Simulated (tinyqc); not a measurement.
Ways to converge the cycle: SCF convergence aids in the 6-311g basis, for H2, spin multiplicity 1. Computed by the program tinyqc with PySCF. Command: `OMP_NUM_THREADS=1 python tinyqc.py 110304 110305 out.jsonl`; one thread of a shared host (Intel(R) Xeon(R) Processor @ 2.60GHz), about 0.3 s.

Geometry (angstrom):
```
atom       x       y       z
H     0.0000  0.0000  0.0000
H     0.0000  0.0000  0.6500
```

lowest restricted solution found by these runs and by PySCF = -1.122332 hartree

RHF with one setting changed at a time; a run stops when the energy changes by less than 1e-09 hartree and the error matrix is below 1e-5. The start is random orbitals. Damping d keeps d of the old density; a shift (hartree) raises the virtual levels; DIIS n extrapolates F over n matrices.

Largest element of the error matrix X^T (FDS - SDF) X:
```
iteration    plain  damping 0.3  damping 0.6  shift 0.4   DIIS 3   DIIS 8
1          1.1e+00      1.1e+00      1.1e+00    1.1e+00  1.1e+00  1.1e+00
2          3.0e-01      5.0e-01      7.7e-01    4.9e-01  3.0e-01  3.0e-01
3          4.0e-02      2.0e-01      5.2e-01    1.4e-01  2.8e-02  2.8e-02
4          7.6e-03      8.5e-02      3.5e-01    4.5e-02  5.0e-03  5.0e-03
5          2.1e-03      3.5e-02      2.3e-01    2.2e-02  3.5e-04  3.4e-04
6          6.0e-04      1.5e-02      1.5e-01    1.1e-02  7.5e-05  4.0e-05
8          4.8e-05      2.7e-03      6.4e-02    2.8e-03  4.8e-07  1.4e-07
10         4.0e-06      5.2e-04      2.7e-02    7.6e-04        -        -
14               -      3.0e-05      5.4e-03    5.7e-05        -        -
20               -      4.7e-07      5.1e-04          -        -        -
30               -            -      1.2e-05          -        -        -
```

How each run ends:
```
run          iterations  E (hartree)         state
plain                10    -1.122332  lowest found
damping 0.3          21    -1.122332  lowest found
damping 0.6          44    -1.122332  lowest found
shift 0.4            17    -1.122332  lowest found
DIIS 3                8    -1.122332  lowest found
DIIS 8                8    -1.122332  lowest found
```

6 of 6 runs reach the lowest restricted solution found, in 8 to 44 iterations (fastest: DIIS 3, DIIS 8). Plain steps already contract here, so damping only slows them. DIIS 3 and DIIS 8 gain by cancelling the error over several earlier matrices, much as a quasi-Newton step does.
